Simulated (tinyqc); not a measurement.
Signal and retention of a DRAM cell: one step of the calculation.

A stored one starts at Vd and leaks: Cs dV/dt = -I(V), I = a sqrt((V + Vb)/(Vd + Vb)) + b, with a = Ig exp[-(Eg1 q/kB)(1/T - 1/T0)] (generation in a depletion layer) and b = Is exp[-(Es q/kB)(1/T - 1/T0)]. The bit line is precharged to Vd/2, and charge sharing gives the signal (V - Vd/2) Cs/(Cs + Cb).

Task. Failing cells. This time is the median of a log-normal spread: failing cells = Nc erfc(z/sqrt 2)/2, z = ln(t/tr)/sg. One failure is expected at the interval where that count equals 1.

Parameters, values chosen for the exercise: deviation of ln(retention time) over the cells sg = 0.55; cells Nc = 1.07e9; refresh interval tr = 32 ms.

retention time = 2.4283580 s

Give: z; failing cells; interval for one failure.

Result.

z = 7.8713
failing cells = 1.8772e-6
interval for one failure = 89.134 ms

The weakest cell of the array lies about 6.01 deviations out, a factor of 27.2 below the median; the chosen interval is shorter than that time.

Range of the model: Real arrays also hold a tail of unusually leaky cells and cells whose retention varies in time, which this model lacks.

Computed by the program tinyqc: `OMP_NUM_THREADS=1 python tinyqc.py 2130123 2130124 out.jsonl`, one thread of a shared Intel Xeon 2.30GHz, about 0.01 s for the whole run.
